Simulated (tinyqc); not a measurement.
Floating body of a partially depleted SOI transistor: body voltage and kink: two steps of the calculation.

Source at 0 V. Channel current Ic = 2 nf K Vt^2 [F(0) - F(Vd)](1 + la Vd), F(V) = ln^2(1 + exp((Vg - VT - nf V)/(2 nf Vt))), VT = VT0 - gb Vb. Saturation voltage Vs = 2 Vt sqrt(F(0)) + 3 Vt, excess Ve = (Vd - Vs + sqrt((Vd - Vs)^2 + 0.0004 V^2))/2, multiplication M1 = Ai Ve exp(-Bl/Ve). Each junction passes D(v) = J1 (exp(v/Vt) - 1) + J2 (exp(v/(2 Vt)) - 1). Bipolar current Ib = bb J1 (exp(Vb/Vt) - 1). The body settles where M1 (Ic + Ib) = D(Vb) + D(Vb - Vd) + Vb/Rb; drain current Id = (1 + M1)(Ic + Ib) - D(Vb - Vd).

Inputs (values chosen for the exercise); values of the order met in partially depleted silicon-on-insulator transistors:
- T = 358 K (temperature)
- VT0 = 0.32 V (threshold at zero body voltage)
- gb = 0.32 (fall of the threshold per volt of body voltage)
- nf = 1.38 (slope factor)
- K = 510 uA/(V^2 um) (gain factor per width)
- la = 0.07 1/V (channel-length modulation factor)
- Ai = 3.02 1/V (impact-ionisation prefactor)
- Bl = 7 V (impact-ionisation voltage)
- J1 = 2.3e-11 uA/um (diffusion saturation current of each junction)
- J2 = 2.5e-7 uA/um (recombination saturation current of each junction)
- bb = 0.5 (gain of the lateral bipolar transistor on the diffusion current)
- Rb = 1e9 kohm um (resistance of a weak body tie to the source (1e9 stands for no tie, and the term is then dropped))
- Vg = 0.26 V (gate voltage)
- Vd = 1.8 V (drain voltage)

Constants: q = 1.602176634e-19 C, kB = 1.380649e-23 J/K, Vt = kB T/q. Results are converted to the units shown.

Task 1. New Vb. Current into the body I_in = M1 (Ic + Ib) - D(Vb - Vd), current out I_out = D(Vb) + Vb/Rb; f = ln(I_in/I_out), s = df/dVb by central differences over 1e-5 V, Vb(new) = Vb - f/s.

Vb at the start = 0.64 V

Find: Ic; Ve; M1; I_in; I_out; f; s; Vb after iteration 1.

Result 1.

Ic = 5.2653 uA/um
Ve = 1.5922 V
M1 = 0.059254
I_in = 0.31268 uA/um
I_out = 0.031511 uA/um
f = 2.2949
s = -25.501 1/V
Vb after iteration 1 = 0.72999 V

Task 2. Drain current with floating and with grounded body. Id and VT at the converged Vb, Id at Vb = 0, their ratio, and the bipolar share Ib/(Ic + Ib).

converged Vb = 0.72469778 V

Find: VT; Id, floating; Id, grounded; ratio; bipolar share.

Result 2.

VT = 0.088097 V
Id, floating = 7.5123 uA/um
Id, grounded = 0.26263 uA/um
ratio = 28.604
bipolar share = 2.5737 %

The body rises to 0.725 V and lowers the threshold by 232 mV.

Range of the model: The multiplication law is an empirical form chosen for the exercise; self-heating and capacitive coupling to the body are left out, and the linear laws are rough once Vb passes about 0.7 V or M1 about 0.1.

tinyqc, about 0.2 s, one thread, Intel Xeon 2.30GHz (shared host): `OMP_NUM_THREADS=1 python tinyqc.py 2182197 2182198 out.jsonl`
